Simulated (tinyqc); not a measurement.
The 3-omega method: a line heater on a substrate with a thin film: one step, computed by the program tinyqc. Command: `OMP_NUM_THREADS=1 python tinyqc.py 3028239 3028240 out.jsonl threeomega walk`. One thread of a shared host (Intel(R) Xeon(R) Processor @ 2.30GHz), about 0.01 s of CPU time with the checks.

A current at angular frequency omega = 2 pi f heats the line at 2 omega with the amplitude P per length; the temperature swing Delta T at 2 omega gives a voltage at 3 omega. The substrate is taken as semi-infinite and isotropic, and the heat capacity of heater and film is left out.

Problem. The film adds a constant step. One-dimensional flow across the film: Delta T_f = P (t/kappa_f + R_i)/(2 b); total in-phase swing Delta T = Delta T_s + Delta T_f; third-harmonic amplitude V_3 = V_1 beta |Delta T|/2 with the out-of-phase part included; the apparent film conductivity is t/(t/kappa_f + R_i).

Inputs (values chosen for the exercise, modelled on amorphous silicon on germanium):
```
quantity                                    value        unit
heater half-width b                            22  micrometre
power amplitude per length P                   18         W/m
film thickness t                              670          nm
film conductivity kappa_f                     1.7     W/(m K)
interface resistance R_i                      6.6    m^2 K/GW
temperature coefficient of resistance beta    3.5      1e-3/K
voltage amplitude V_1                         1.1           V
```

in-phase Delta T_s = 0.1185512 K

out-of-phase Delta T_s = -0.06126867 K

Give: Delta T_f; total in-phase swing; V_3; apparent film conductivity; film share of the in-phase swing.

Solution.

Delta T_f = 0.1639 K

total in-phase swing = 0.2825 K

V_3 = 0.5564 mV

apparent film conductivity = 1.672 W/(m K)

film share of the in-phase swing = 0.5803

The interface lowers the apparent conductivity by 2 %. The film gives a large part of the signal.
